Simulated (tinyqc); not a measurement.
Chemical-mechanical planarisation: Preston law, pattern density and step-height reduction: one step, computed by the program tinyqc. Command: `OMP_NUM_THREADS=1 python tinyqc.py 3013666 3013667 out.jsonl cmp walk`. One thread of a shared host (Intel(R) Xeon(R) Processor @ 2.30GHz), about 0.01 s of CPU time with the checks.

A row of 12 cells, repeated periodically, holds raised features that cover a share rho of each cell.

Problem. State at time t. While h > h_c only raised areas polish, at R0/rho_eff, until t_c = rho_eff (h0 - h_c)/R0. After that h = h_c exp(-(t - t_c)/tau), tau = rho_eff h_c/R0; low areas polish at R0 (1 - h/h_c) and raised areas at R0 [1 + (1 - rho_eff) h/(rho_eff h_c)]. Removed from raised areas after t_c: h0 - h_c + R0 (t - t_c) + (1 - rho_eff)(h_c - h); from low areas: R0 (t - t_c) - rho_eff (h_c - h). Film left = z0 less the removal from raised areas.

Inputs (values chosen for the exercise, close to those used for copper polishing):
```
quantity                        value  unit
initial step height h0            370    nm
contact height h_c                 93    nm
film above the raised areas z0    590    nm
polish time t                      46     s
```

effective densities: 0.2146302  0.1646350  0.3022730  0.4586690  0.4507936  0.2994398  0.3334690  0.3660625  0.3159001  0.3947517  0.6154691  0.4839070

blanket rate R0 = 3.877479 nm/s

Give: Cells; range of film left across the row; largest remaining step; thinnest film left.

Solution.

Cells:
```
cell  rho_eff  t_c (s)  step h (nm)  removed, raised (nm)  removed, low (nm)  film left on raised areas (nm)
1      0.2146    15.33         0.24                 468.8               99.0                           121.2
2      0.1646    11.76         0.02                 487.4              117.5                           102.6
3      0.3023    21.59         3.21                 434.3               67.5                           155.7
4      0.4587    32.77        27.93                 363.5               21.5                           226.5
5      0.4508    32.20        25.96                 367.3               23.3                           222.7
6      0.2994    21.39         3.02                 435.5               68.5                           154.5
7      0.3335    23.82         5.81                 421.1               56.9                           168.9
8      0.3661    26.15         9.70                 406.8               46.5                           183.2
9      0.3159    22.57         4.22                 428.6               62.8                           161.4
10     0.3948    28.20        14.19                 393.7               37.9                           196.3
11     0.6155    43.97        81.04                 289.5                0.5                           300.5
12     0.4839    34.57        34.73                 351.4               16.1                           238.6
```

range of film left across the row = 198.0 nm

largest remaining step = 81.04 nm

thinnest film left = 102.6 nm

12 of 12 cells have reached contact. The cell with the lowest rho_eff has lost the most film from its raised areas.
